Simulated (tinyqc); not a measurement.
Inside a calculation. Model: adsorption as a lattice gas: isotherms with interactions, competition, desorption peaks and saturation dose. Computed by tinyqc, a small Python program that keeps every step. Command: `OMP_NUM_THREADS=1 python tinyqc.py 3028276 3028277 out.jsonl adsorb walk`. One thread of a shared host (Intel(R) Xeon(R) Processor @ 2.30GHz), about 0.2 s of CPU time with the checks. Intermediate numbers are printed to about 5 digits and carried at full precision; extremes and crossings named in words are read from the listed rows.

One adsorbate per site; a molecule needs 1 empty site. Gas and surface have the same temperature.

Inputs (values chosen for the exercise, for a model surface): desorption energy E = 1.35 eV; prefactor nu = 1e+13 1/s; pair energy w (positive repels) = 0.017 eV; neighbours z = 3; site density N_s = 11 1/nm^2; molecular mass M = 172 u; sticking coefficient s0 = 0.1; temperature T = 441 K; pressure p = 2.2e-06 Pa; blocking by a second gas, K_B p_B = 0.73; heating rate beta = 4.4 K/s; aspect ratio a (depth over diameter) of a hole = 100.

Adsorption: molecular (first order).

Constants: u = 1.6605390666e-27 kg; k_B = 1.380649e-23 J/K; k_B = 8.617333262e-05 eV/K.

## Flux and the Langmuir coverage

Flux F = p/sqrt(2 pi M k_B T); k_d = nu exp(-E/(k_B T)); s0 F (1 - theta) = N_s k_d theta, so y = s0 F/(N_s k_d), theta = y/(1 + y). With a second gas on the same sites theta = y/(1 + y + K_B p_B).

flux F = 0.021047 1/(nm^2 s)

k_d = 0.0037334 1/s

y = 0.051249

Langmuir coverage = 0.048750

coverage with the second gas = 0.028771

## Coverage with interactions

With u = w/(k_B T). Mean field: theta/(1 - theta) = y exp(-z u theta). Quasi-chemical: theta/(1 - theta) = y [(r - 1 + 2 theta)(1 - theta)/((r + 1 - 2 theta) theta)]^(-z/2) exp(-z u/2), r = sqrt(1 - 4 theta (1 - theta)(1 - exp(-u))).

u = 0.44734

coverage, mean field = 0.045968

coverage, quasi-chemical = 0.046417

Repulsion lowers the coverage from 0.0488. Both theories put half coverage at ln y = z u/2 = 0.671; here ln y = -2.971.

## Isotherms

The formulas are those given above.

Coverage; the first column is ln y - z u/2:
```
ln y - z u/2  no interaction  mean field  quasi-chemical
-5.0                 0.01301     0.01279         0.01283
-3.0                 0.08875     0.08040         0.08157
-2.0                 0.20933     0.17340         0.17673
-1.0                 0.41849     0.31921         0.32331
-0.5                 0.54265     0.40722         0.40977
0.0                  0.66173     0.50000         0.50000
0.5                  0.76333     0.59278         0.59023
1.0                  0.84171     0.68079         0.67669
2.0                  0.93529     0.82660         0.82327
3.0                  0.97518     0.91960         0.91843
5.0                  0.99657     0.98721         0.98717
```

At half coverage the slope d theta/d ln y is 1/4 without interaction, 1/(4 + z u) = 0.187 in mean field and 0.182 in the pair theory, 1/[4 + 2 z (exp(u/2) - 1)]. Repulsion spreads the filling over a wider range of pressure; the two theories differ by at most 0.0041 in these rows.

## Desorption peak without interaction

The peak obeys E/(k_B T_p^2) = (nu/beta) exp(-E/(k_B T_p)) exactly. Redhead's shortcut, with the constant 3.46 (3.64 is also in use), reads E back as k_B T_p [ln(nu' T_p/beta) - 3.46], nu' = nu.

peak temperature T_p = 501.66 K

E by Redhead's shortcut = 1.3492 eV

The shortcut misses by -0.06 %, since 3.46 stands for ln(E/(k_B T_p)) = 3.44. A prefactor wrong by a factor 100 would shift E by 0.199 eV.

## Peak against initial coverage

Heating at the rate beta: d theta/dT = -(nu/beta) theta^1 exp(-[E - z w theta]/(k_B T)). Integrated numerically (relative tolerance 1e-9); T_p is the maximum of the rate.

Peak temperatures (K):
```
theta_0   w = 0  with w
0.1      501.66  500.24
0.3      501.66  497.40
0.5      501.66  494.53
0.7      501.66  491.63
0.9      501.66  488.71
```

Without interaction the peak does not move; with w it moves by -11.5 K, so repulsion in first order mimics second-order kinetics.

## Dose to saturate, flat and in a hole

Without desorption or interaction, 99 % coverage needs the time (N_s/(s0 F)) ln 100. For a round hole of aspect ratio a in molecular flow with unit sticking (Gordon), the time is N_s/F x [1 + (19/4) a + (3/2) a^2]. The larger of the two times is a rough guide.

time on a flat surface = 24069 s

time for the hole = 8.0885e+06 s

The hole is limited by transport: for deep holes the dose grows as a^2. Caution: with k_d = nu exp(-E/(k_B T)) of these inputs desorption is not negligible over the time on a flat surface, so without interaction 99 % coverage is not reached.

Checks made by the program: quasi-chemical form at low coverage and at the symmetry point (relative difference 1e-07); T_p against the integrated rate equation (relative difference 7e-09).
